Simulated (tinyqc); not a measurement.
Mirror strength against the number of periods: longitudinal sound in a periodic multilayer: transfer matrices, stop bands and folded phonons. Computed by tinyqc, a small Python program. Command: `OMP_NUM_THREADS=1 python tinyqc.py 3019009 3019010 out.jsonl multilayer walk`. One thread of a shared host (Intel(R) Xeon(R) Processor @ 2.30GHz), about 0.01 s of CPU time with the checks.

Layers 1 and 2 repeat with period d = d_1 + d_2; waves travel normal to the layers, without loss. State vector (u, s): displacement u and stress divided by omega. Impedances Z = rho v are in 1e6 kg/(m^2 s).

Inputs (values chosen for the exercise, modelled on silica (layer 1), tungsten (layer 2) and silicon (substrate)):
```
quantity            value    unit
density rho_1        2.23  g/cm^3
velocity v_1         6010     m/s
thickness d_1        21.8      nm
density rho_2        19.2  g/cm^3
velocity v_2         5290     m/s
thickness d_2        8.77      nm
substrate density    2.37  g/cm^3
substrate velocity   8500     m/s
frequency f           153     GHz
```

Method:
- Z = rho v; interface reflection r = (Z_2 - Z_1)/(Z_2 + Z_1) (stress amplitude, from 1 into 2); Bragg frequency f_B = 1/[2 (d_1/v_1 + d_2/v_2)]; long-wave velocity v_eff = d/sqrt[(d_1/v_1)^2 + (d_2/v_2)^2 + (Z_1/Z_2 + Z_2/Z_1)(d_1/v_1)(d_2/v_2)].
- A layer maps (u, s) by [[cos p, sin p/Z], [-Z sin p, cos p]], p = 2 pi f d_i/v_i; one period is M = M_2 M_1, and cos(q d) = trace(M)/2.
- For N periods A = M^N. A wave comes from a thick layer of material 1 and leaves into the substrate (Z_s): transmitted power T = 4 Z_1 Z_s/|Z_1 A_22 + Z_s A_11 - i (Z_1 Z_s A_12 - A_21)|^2, reflected power R = 1 - T.

Bragg frequency f_B = 94.6050 GHz

Z_2 = 101.568

Z_1 = 13.4023

Z of the substrate = 20.145

trace(M)/2 = 1.32656

Transmitted power:
```
N     T at f_B  T at f_B (dB)      T at f
1      0.13686        -8.6372    0.099462
2    0.0043368        -23.628    0.015179
3   1.2939e-04        -38.881   0.0029571
4   3.8535e-06        -54.141  6.0443e-04
6   3.4175e-09        -84.663  2.5807e-05
8   3.0308e-12        -115.18  1.1051e-06
12  2.3838e-18        -176.23  2.0270e-09
16  1.8749e-24        -237.27  3.7180e-12
24  1.1598e-36        -359.36  1.2509e-17
```

At f_B each further period removes 15.26 dB at large N; 99 % reflection needs N = 2 among these rows. At f, in a stop band, T decays as well. Values below about 1e-6 belong to the ideal stack: roughness and scattering into other modes, left out here, set a floor in a real one.
